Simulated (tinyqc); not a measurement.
# Worked calculation: electron continuity equation in a given potential, Scharfetter-Gummel discretisation

tinyqc, about 0.01 s, one thread, Intel Xeon 2.30GHz (shared host): `OMP_NUM_THREADS=1 python tinyqc.py 2220005 2220006 out.jsonl` Printed values are rounded.

Steady state in one dimension: J = q mu n E + q D dn/dx with E = -dpsi/dx and D = mu Vt, dJ/dx = 0, fixed densities nL and nR at the ends. The potential is given, psi = 0 for x < L/2 and U (2 x/L - 1) beyond, and is not changed by the electrons.

Parameters, values chosen for the exercise; mobility close to that of silicon at room temperature: temperature T = 293 K; electron mobility mu = 1360 cm^2/(V s); length of the region L = 12 um; density at x = 0 nL = 3.1e14 cm^-3; density at x = L nR = 8.4e13 cm^-3; potential difference psi(L) - psi(0) U = 0.13 V.

Constants: q = 1.602176634e-19 C, kB = 1.380649e-23 J/K, Vt = kB T/q. Results are converted to the units shown.

## Potential on the mesh

8 equal intervals, h = L/8; psi = 0 for x < L/2 and U (2 x/L - 1) beyond.

psi, node 0 to 8 (V): [0.000000, 0.000000, 0.000000, 0.000000, 0.000000, 0.032500, 0.065000, 0.097500, 0.130000]

## Bernoulli factors

d_i = (psi_(i+1) - psi_i)/Vt; B(d) = d/(exp(d) - 1), B(0) = 1. The flux on interval i is J_i = (q D/h) [n_(i+1) B(d_i) - n_i B(-d_i)].

d_i, interval 0 to 7: [0.00000, 0.00000, 0.00000, 0.00000, 1.28719, 1.28719, 1.28719, 1.28719]
B(d_i), interval 0 to 7: [1, 1, 1, 1, 0.490808, 0.490808, 0.490808, 0.490808]
B(-d_i), interval 0 to 7: [1, 1, 1, 1, 1.77800, 1.77800, 1.77800, 1.77800]

The largest |d_i| is 1.29, below 2, so central differences would also keep densities positive.

## Tridiagonal system for the inner nodes

Row i (1 to 7): B(-d_(i-1)) n_(i-1) + b_i n_i + B(d_i) n_(i+1) = f_i with b_i = -B(-d_i) - B(d_(i-1)) and f_i = 0; the known end values are moved to the right: f_1 loses B(-d_0) nL and f_7 loses B(d_7) nR. h = L/8, D = mu Vt.

diagonal b, node 1 to 7: [-2, -2, -2, -2.77800, -2.26881, -2.26881, -2.26881]
right side f, node 1 to 7 (cm^-3): [-3.1e14, 0, 0, 0, 0, 0, -4.12279e13]

## Densities and current

B(d_i) and B(-d_i) are the Bernoulli factors of the potential steps, b and f the diagonal and right side. Solve B(-d_(i-1)) n_(i-1) + b_i n_i + B(d_i) n_(i+1) = f_i (end values already in f), then J_i = (q D/h) [n_(i+1) B(d_i) - n_i B(-d_i)], h = L/8, D = mu Vt.

n, node 0 to 8 (cm^-3): [3.1e14, 2.45145e14, 1.80290e14, 1.15435e14, 5.05801e13, 5.10920e13, 5.29464e13, 5.96642e13, 8.4e13]
J, interval 0 to 7 (A/cm^2): [-2.37871, -2.37871, -2.37871, -2.37871, -2.37871, -2.37871, -2.37871, -2.37871]

Without sources J is the same on every interval. A mesh 200 times finer gives the same densities: for a potential that is linear on each interval and no sources the scheme is exact.
